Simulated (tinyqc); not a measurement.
Double-gate transistor, scale length and short-channel effects: course of the iteration: decay constant by Newton steps.

A body of thickness ts between two insulators of thickness ti and two tied gates. Below threshold the potential that source and drain add obeys Laplace's equation and vanishes on the gate. Its lowest mode decays along the channel as exp(-k y); k is the smallest positive root of the matching condition at the interface, and the scale length is Lambda = pi/k.

f(k) = ei cos(k ti) cos(k ts/2) - eps_r sin(k ti) sin(k ts/2); f' by a central difference with +/- 1e-5 1/nm; k(new) = k - f/f'.

Stop when k changes by less than 1e-10 1/nm, or after 30 iterations.

Parameters, values chosen for the exercise; permittivities: semiconductor close to that of silicon, insulator close to that of hafnium oxide:

| symbol | value | unit | meaning |
|---|---|---|---|
| eps_r | 11.6 |  | relative permittivity of the semiconductor |
| ei | 22.8 |  | relative permittivity of the insulator |
| ti | 10 | nm | insulator thickness |
| ts | 14.4 | nm | body thickness |

k at the start = 0.0975 1/nm

Course of the iteration:
```
iteration	k (1/nm)	|change| (1/nm)
1	0.109462	0.0120
2	0.109672	2.10e-4
3	0.109672	1.18e-7
4	0.109672	3.68e-14
```

Did this iteration meet its convergence test, and what does its course show?

Yes. Converged in 4 iterations. At the end the number of correct digits about doubles with each step.

Range of the model: L is under 1.6 Lambda, where higher modes, left out of the one-mode potential, begin to count.

Computed by the program tinyqc: `OMP_NUM_THREADS=1 python tinyqc.py 2420135 2420136 out.jsonl`, one thread of a shared Intel Xeon 2.30GHz, about 0.01 s for the whole run.
